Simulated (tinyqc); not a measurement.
Oscillation of the Fermi level: Landau levels of massive Dirac electrons in two valleys.

H = hv (tau kx sx + ky sy) + (D/2) sz. Conduction levels E_N = sqrt(D^2/4 + 2N hv^2/l^2) - D/2 from the band edge; N = 1, 2, ... occur in both valleys, N = 0 in one valley only (its partner in the other valley lies at the valence edge). Each state is twofold in spin; spin splittings are left out, although in real dichalcogenides the spin-orbit splitting exceeds the level spacing and changes the filling sequence.

In a field B along z: l = 1/sqrt((e/hbar) B) is the magnetic length, n_B = B/(h/e) the number of states per area in one level, hbar wc = 2 muB B/m for mass m in m0; 1/angstrom^2 = 1e16/cm^2.

Level 0 takes 2 n_B electrons and each higher level 4 n_B. At zero temperature and without broadening EF sits in the partly filled level.

Constants: e/hbar = 1.519267448e-05 1/(T angstrom^2); h/e = 413566.7697 T angstrom^2; muB = 5.788381798e-05 eV/T.

Parameters, chosen for this exercise (near those of a MoS2 monolayer; shifted at random, so the results belong to these values and not to a real crystal): hv = 3.31 eV angstrom (hbar v); D = 1.57 eV (gap); n = 1.6 x 1e11/cm^2 (electron sheet density); Bo = (0.305, 0.345, 0.397, 0.467, 0.568, 0.724, 0.999, 1.61, 4.14) T (fields).

Fixed density, zero temperature, no broadening. At B = 0, EF = sqrt(D^2/4 + hv^2 pi n) - D/2.

Filling:
```
B (T)     nu  partly filled level  EF (meV)  filled share
0.305  21.70                    5      0.32          0.92
0.345  19.18                    5      0.37          0.29
0.397  16.67                    4      0.34          0.67
0.467  14.17                    4      0.40          0.04
0.568  11.65                    3      0.36          0.41
0.724   9.14                    2      0.31          0.78
0.999   6.62                    2      0.42          0.16
1.61    4.11                    1      0.34          0.53
4.14    1.60                    0      0.00          0.80
```

EF at B = 0 = 0.35 meV

What can be read from this table?

EF runs between 0.0 and 0.4 meV around its zero-field value of 0.4 meV. It follows a level while that level empties and falls to the next one down when nu passes a filled shell; the partly filled level changes 5 times in this table.

Computed by tinyqc, a small Python program: `OMP_NUM_THREADS=1 python tinyqc.py 1282382 1282383 out.jsonl` (the numbers bound the seed that draws the inputs); one thread of a shared host (Intel(R) Xeon(R) Processor @ 2.30GHz), about 0.01 s for the whole set of steps.
